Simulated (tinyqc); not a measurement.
Regular and subregular solution with a miscibility gap: one step, computed by the program tinyqc. Command: `OMP_NUM_THREADS=1 python tinyqc.py 3020611 3020612 out.jsonl regsol walk`. One thread of a shared host (Intel(R) Xeon(R) Processor @ 2.30GHz), about 0.02 s of CPU time with the checks.

Per mole of mixing sites: G(x) = x (1 - x) [L0 + L1 (1 - 2x)] + R T [x ln x + (1 - x) ln(1 - x)], x the fraction of B.

Problem. Critical point. The spinodal is G'' = 0, R T_s(x) = x (1 - x) [2 L0 + 6 L1 (1 - 2x)]; the critical point is its maximum.

Inputs (values chosen for the exercise, for a model alloy): asymmetry L1 = 4.9 kJ/mol.

L0 = 29.1 kJ/mol

Constants: R = 8.314462618 J/(mol K).

Give: critical composition x_c; critical temperature T_c.

Solution.

critical composition x_c = 0.39154

critical temperature T_c = 1850.4 K

L1 > 0 moves the top of the gap to the A-rich side and raises it by 100.4 K over L0/(2 R).
